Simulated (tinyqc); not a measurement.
## Potential step from the flux

Question. On one interval J = (q mu Vt/hx) [nb B(d) - na B(-d)], B(d) = d/(exp(d) - 1), d = (psi_b - psi_a)/Vt. Find psi_b - psi_a, and the step at which J would vanish.

Inputs (values chosen for the exercise): temperature T = 300 K; electron mobility mu = 10900 cm^2/(V s); density at the left node na = 1.2e14 cm^-3; density at the right node nb = 1.3e15 cm^-3; node spacing hx = 33 nm.

Constants: q = 1.602176634e-19 C, kB = 1.380649e-23 J/K, Vt = kB T/q. Results are converted to the units shown.

J = 2910.0652 A/cm^2

Answer. B(d) falls and B(-d) rises with d, so J falls steadily with the step and one value matches. J = 0 needs nb/na = exp(d), the Boltzmann ratio.

psi_b - psi_a = 0.04600 V
step for J = 0 = 0.06160 V

tinyqc, about 0.01 s, one thread, Intel Xeon 2.30GHz (shared host): `OMP_NUM_THREADS=1 python tinyqc.py 2220134 2220135 out.jsonl`
